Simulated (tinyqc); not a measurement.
Grain growth, pinning, strength and diffusional creep of a polycrystal or thin film: one step, computed by the program tinyqc. Command: `OMP_NUM_THREADS=1 python tinyqc.py 3002405 3002406 out.jsonl grain walk`. One thread of a shared host (Intel(R) Xeon(R) Processor @ 2.30GHz), about 0.01 s of CPU time with the checks.

One mean grain size d describes the structure.

Question. Diffusional creep at T_c. Nabarro-Herring rate = 14 sigma Omega D_l/(k_B T d^2), D_l = D0 exp(-Q_l/(k_B T)); Coble rate = 14 pi sigma Omega delta D_b/(k_B T d^3), delta D_b = delta D0b exp(-Q_b/(k_B T)); they are equal at d_x = pi delta D_b/D_l.

Inputs (values chosen for the exercise, modelled on aluminium): atomic volume Omega = 16.59 angstrom^3; anneal temperature T = 515 K; lattice diffusion energy Q_l = 1.48 eV; boundary diffusion energy Q_b = 0.835 eV; lattice prefactor D0 = 2.7e-05 m^2/s; boundary prefactor delta D0b = 2e-14 m^3/s; applied stress sigma = 28 MPa; service temperature T_c = 339 K.

grain size d = 229.1395 nm

Constants: k_B = 1.380649e-23 J/K; k_B = 8.617333262e-05 eV/K.

Give: Nabarro-Herring rate; Coble rate; crossover size d_x; time to 1 % strain.

Answer.

Nabarro-Herring rate = 7.103e-14 1/s

Coble rate = 2.800e-06 1/s

crossover size d_x = 9.032e+06 micrometre

time to 1 % strain = 3572 s

Boundary diffusion carries the creep, by a factor 3.9e7.
